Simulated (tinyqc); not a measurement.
An infinitely deep well in a field (quantum-confined Stark shift), Airy functions: one step of the calculation.

Hard walls at x = -L/2 and +L/2; between them U(x) = -F x (eV, zero at the centre). C = hbar^2/(2 m0), e = (C F^2/m1)^(1/3), z1 = (F L/2 - E)/e at the left wall and z2 = (-F L/2 - E)/e at the right wall. Levels are the roots of D(E) = Ai(z1) Bi(z2) - Ai(z2) Bi(z1).

Problem. Secant step for the level. Secant step from the last two trial energies, E_a the older and E_b the newer: next = E_b - D(E_b) (E_b - E_a)/(D(E_b) - D(E_a)).

Inputs (values chosen for the exercise):
- m1 = 0.074 m0 (mass)
- L = 10.3 nm (well width)
- F = 0.0037 V/nm (field)

Constants: q = 1.602176634e-19 C, hbar = 1.054571817e-34 J s, m0 = 9.1093837015e-31 kg, hbar^2/(2 m0) = 0.0380998212 eV nm^2. Results are converted to the units shown.

first trial energy = 0.0479 eV
second trial energy = 0.0455 eV

Wanted: D(E_a); D(E_b); third trial energy.

Solution.

D(E_a) = 0.0021819
D(E_b) = -0.014205
third trial energy = 0.047580 eV

Numbers from tinyqc (`OMP_NUM_THREADS=1 python tinyqc.py 2580020 2580021 out.jsonl`; about 0.02 s on one thread of a shared Intel Xeon 2.30GHz).
